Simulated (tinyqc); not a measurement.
Inside a calculation. Method: bound state in one dimension: Numerov shooting, finite differences, DVR. Computed by tinyqc, a small Python program that keeps every step. Settings: points = 64. Command: `OMP_NUM_THREADS=1 python tinyqc.py 20728 20729 out.jsonl` (the two numbers bound the seeds that draw the settings). One thread of a shared host (Intel(R) Xeon(R) Processor @ 2.60GHz), about 0.01 s of CPU time with the checks.

## Numerov steps at E = 0.1

One particle of mass 1 in V = 7.95 (1 - exp(-0.55 x))^2 (atomic units), psi = 0 at both ends:
```
parameter                 value
left end              -1.600000
right end                     7
intervals                    64
h                      0.134375
state sought (nodes)          0
```

k_i = 2 m (E - V_i); (1 + h^2 k_(i+1)/12) y_(i+1) = 2 (1 - 5 h^2 k_i/12) y_i - (1 + h^2 k_(i-1)/12) y_(i-1), from y_0 = 0, y_1 = 0.001.

Points along the way:
```
i          x         V          k        y
0   -1.60000  15.82557  -31.45114  0.00000
1   -1.46562  12.20705  -24.21411  0.00100
2   -1.33125   9.26644  -18.33288  0.00243
3   -1.19687   6.89771  -13.59541  0.00467
4   -1.06250   5.01032   -9.82064  0.00804
5   -0.92812   3.52703   -6.85406  0.01283
21   1.22188   1.90358   -3.60715  0.24975
22   1.35625   2.19715   -4.19431  0.30814
23   1.49063   2.48867   -4.77733  0.39013
24   1.62500   2.77567   -5.35134  0.50618
25   1.75937   3.05625   -5.91250  0.67178
26   1.89375   3.32894   -6.45788  0.91006
```

## Bisection on the node count

With more sign changes than the state has nodes (the last point included) the energy is too high, else too low; the bracket starts as 0.1 to 10.

Trials:
```
trial          E  sign changes  y at the right end   next
1      5.0500000             3           -1.39e+01  lower
2      2.5750000             1           -1.20e+04  lower
3      1.3375000             1           -3.11e+05  lower
4      0.7187500             0            2.49e+06  raise
5      1.0281250             0            9.21e+04  raise
6      1.1828125             1           -2.25e+05  lower
7      1.1054688             1           -1.07e+05  lower
8      1.0667969             1           -1.90e+04  lower
9      1.0474609             0            3.34e+04  raise
10     1.0571289             0            6.41e+03  raise
11     1.0619629             1           -6.49e+03  lower
12     1.0595459             1           -8.71e+01  lower
13     1.0583374             0            3.15e+03  raise
14     1.0589417             0            1.53e+03  raise
...          ...           ...                 ...    ...
28     1.0595133             1           -4.41e-02  lower
29     1.0595132             0            5.06e-03  raise
30     1.0595133             1           -1.95e-02  lower
```

eigenvalue = 1.0595133 hartree

## The same grid by other methods

Three-point finite differences and the sine-DVR kinetic matrix of Colbert and Miller on the same points.

Lowest levels (hartree):
```
state  finite differences      DVR
0                 1.05710  1.05953
1                 2.94344  2.95280
2                 4.52721  4.54524
```
